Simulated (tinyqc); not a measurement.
Lossy interposer transmission line with skin effect: one step of the calculation.

A uniform line in a homogeneous dielectric: c = sqrt(er)/(c0 Z0), l = Z0 sqrt(er)/c0 (c0 = 299792458 m/s), g = w c td, w = 2 pi f. The resistance joins its limits as r = sqrt(r_dc^2 + r_hf^2), with r_dc = rho/(wd th), r_hf = kr rho/(2 delta (wd + th)), delta = sqrt(rho/(pi f mu0)), mu0 = 4 pi 1e-7 H/m; this is an interpolation, and internal inductance, up to 0.05 nH/mm at low frequency, is neglected.

Question. Reflection, input impedance and transfer. ZL = 1/(1/RL + i w CL); reflection (ZL - Zc)/(ZL + Zc); Zin = Zc (ZL + Zc tanh(gamma len))/(Zc + ZL tanh(gamma len)); H = V_load/V_source = [Zin/(Zin + Rg)]/[cosh(gamma len) + (Zc/ZL) sinh(gamma len)].

Inputs (values chosen for the exercise): source resistance Rg = 25 ohm; load resistance RL = 1000 ohm; load capacitance CL = 0 fF; frequency f = 0.83 GHz.

gamma len = 0.09354517+0.17714344i
Zc = 47.084056-24.743651i ohm

Wanted: ZL; reflection at the load; Zin; H; |H|.

Answer.

ZL = 1000.0+0.0i ohm
reflection at the load = 0.90900+0.04511i
Zin = 69.81-246.59i ohm
H = 0.96608-0.11041i
|H| = -0.24340 dB

Numbers from tinyqc (`OMP_NUM_THREADS=1 python tinyqc.py 2810119 2810120 out.jsonl`; about 0.01 s on one thread of a shared Intel Xeon 2.30GHz).
